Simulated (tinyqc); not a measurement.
## One level from two frequencies

Question. A single interface trap level in an MOS capacitor has the conductance Gp/w = Cit w tau/(1 + w^2 tau^2), w = 2 pi f. Find tau and Cit.

Gp/w at f = 1.1e5 and 8.2e5 Hz (nF/cm^2): 12.897362  11.100103

Answer. w/(Gp/w) = 1/(Cit tau) + (tau/Cit) w^2 is linear in w^2; the two coefficients give tau and Cit.

tau = 5.847e-7 s
Cit = 37.13 nF/cm^2

Numbers from tinyqc (`OMP_NUM_THREADS=1 python tinyqc.py 2030158 2030159 out.jsonl`; about 0.01 s on one thread of a shared Intel Xeon 2.30GHz).
